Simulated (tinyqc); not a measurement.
Avalanche multiplication and breakdown of a junction from ionisation integrals: one step, computed by the program tinyqc.

Ionisation coefficients follow the local field. Position x runs through the depletion layer from the p side (x = 0), where electrons enter, to the n side (x = w), where holes enter. The built-in voltage is neglected.

Problem. Breakdown. alpha_n = a_n exp(-(b_n/F)^c), alpha_p = a_p exp(-(b_p/F)^c). Field F = F_m [1 - (2x/w - 1)^2], w = sqrt(8 eps eps_0 F_m/(e a)), V = (2/3) F_m w. With Phi(x) = int_0^x (alpha_n - alpha_p) dx': 1 - 1/M_n = I_n = int_0^w alpha_n exp(-Phi) dx and M_p = M_n exp(-Phi(w)); trapezoid rule on 401 even points; breakdown at I_n = 1. Solve I_n(F_m) = 1.

Inputs (values chosen for the exercise, modelled on InP): electron prefactor a_n = 5.59e+06 1/cm; electron field b_n = 3.14e+06 V/cm; hole prefactor a_p = 1.81e+06 1/cm; hole field b_p = 2.3e+06 V/cm; exponent c = 1; permittivity eps = 12.5; doping gradient a = 3.3e+19 1/cm^4.

Junction: linearly graded.

Constants: e = 1.602176634e-19 C; eps_0 = 8.8541878128e-12 F/m.

Give: critical field F_m; width at breakdown; breakdown voltage.

Solution.

critical field F_m = 0.40315 MV/cm

width at breakdown = 8.2167 micrometre

breakdown voltage = 220.84 V
